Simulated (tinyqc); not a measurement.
Inside a calculation. Model: undoped symmetric double-gate MOSFET, analytic potential model.

Numbers from tinyqc (`OMP_NUM_THREADS=1 python tinyqc.py 2440080 2440081 out.jsonl`; about 0.01 s on one thread of a shared Intel Xeon 2.30GHz). Printed values are rounded.

An undoped body of thickness ts between two equal insulators and tied gates; long channel, electrons only, n = ni exp((psi - V)/Vt) with V the quasi-Fermi potential (0 at the source, Vd at the drain), constant mobility, no quantisation. Across the body psi(x) = V - 2 Vt ln[(ts/(2 beta)) sqrt(q ni/(2 eps0 eps_r Vt)) cos(2 beta x/ts)], x from the centre. Q is the electron charge per area of the whole body.

Parameters, values chosen for the exercise; material values close to those of In0.53Ga0.47As:
- T = 300 K (temperature)
- Eg = 0.747 eV (band gap)
- eps_r = 13.9 (relative permittivity of the semiconductor)
- Nc = 2.1e17 cm^-3 (conduction-band density of states at T)
- Nv = 7.62e18 cm^-3 (valence-band density of states at T)
- eox = 26.2 (relative permittivity of the gate insulator)
- tox = 3.6 nm (insulator thickness)
- ts = 6 nm (body thickness)
- dphi = 0.1 V (gate work function less that of the intrinsic body)
- mu = 470 cm^2/(V s) (channel mobility)
- L = 0.2 um (gate length)
- Vg = 0.41 V (gate voltage)
- Vd = 0.05 V (drain voltage)

Constants: q = 1.602176634e-19 C, kB = 1.380649e-23 J/K, Vt = kB T/q, eps0 = 8.8541878128e-14 F/cm where lengths are in cm. Results are converted to the units shown.

Range of the model: In a body this thin, quantum confinement raises the threshold; it is left out. The surface density at the source passes 0.3 Nc, where Boltzmann statistics fail.

## Constants of the body

ni = sqrt(Nc Nv) exp(-Eg/(2 Vt)), Eg in volts; r = eps_r tox/(eox ts); V0 = dphi + 2 Vt ln[(2/ts) sqrt(2 eps0 eps_r Vt/(q ni))].

ni = 6.72300e11 cm^-3
r = 0.318321
V0 = 0.505802 V

## Iteration 1: beta at the source by Newton steps

beta at the start = 0.5

With V = 0: f = ln(beta) - ln(cos beta) + 2 r beta tan(beta) - (Vg - V0)/(2 Vt); f' = 1/beta + tan(beta) + 2 r [tan(beta) + beta/cos^2(beta)]; beta(new) = beta - f/f'.

f = 1.46423
f' = 3.30742
beta after iteration 1 = 0.0572906

## Iteration 2: beta at the source by Newton steps

As before.

f = -1.00299
f' = 17.5853
beta after iteration 2 = 0.114326

## Course of the iteration: beta at the source by Newton steps

Stop when beta changes by less than 1e-11, or after 40 iterations. beta must stay between 0 and pi/2.

Course of the iteration:
```
iteration       beta  |change|
1          0.0572906     0.443
2           0.114326    0.0570
3           0.147728    0.0334
4           0.152587   4.86e-3
5           0.152660   7.27e-5
6           0.152660   1.55e-8
7           0.152660   < 1e-13
```

Converged in 7 iterations. At the end the number of correct digits about doubles with each step.

## Charges and drain current

beta_s = 0.152660
beta_d = 0.0593713

beta (between 0 and pi/2) solves (Vg - V0 - V)/(2 Vt) = ln(beta) - ln(cos beta) + 2 r beta tan(beta). Q = 8 eps0 eps_r Vt beta tan(beta)/ts; I = mu (1/L)(4 eps0 eps_r/ts)(2 Vt)^2 [g(beta_s) - g(beta_d)] per width, g = beta tan(beta) - beta^2/2 + r beta^2 tan^2(beta), with beta_s at V = 0 and beta_d at V = Vd.

Qs = 9.96412 nC/cm^2
Qd = 1.49713 nC/cm^2
g(beta_s) = 0.0120109
g(beta_d) = 0.00177059
I = 0.527838 uA/um

The term r beta^2 tan^2(beta), which gives the square law, makes up 1.46 % of g at the source.

## Potential and electron density across the body at the source

x/ts, point 0 to 6: 0  0.1  0.2  0.3  0.4  0.45  0.5

psi(x) as above with V = 0 and beta = beta_s; n = ni exp(psi/Vt).

```
point   psi (V)   n (cm^-3)
0      0.308622  1.02845e17
1      0.308646  1.02941e17
2      0.308718  1.03230e17
3      0.308839  1.03713e17
4      0.309009  1.04395e17
5      0.309112  1.04812e17
6      0.309227  1.05280e17
```

The density at the surface is 1.02 times that at the centre (1/cos^2 beta). It reaches 0.50 Nc, where Boltzmann statistics overestimate it.
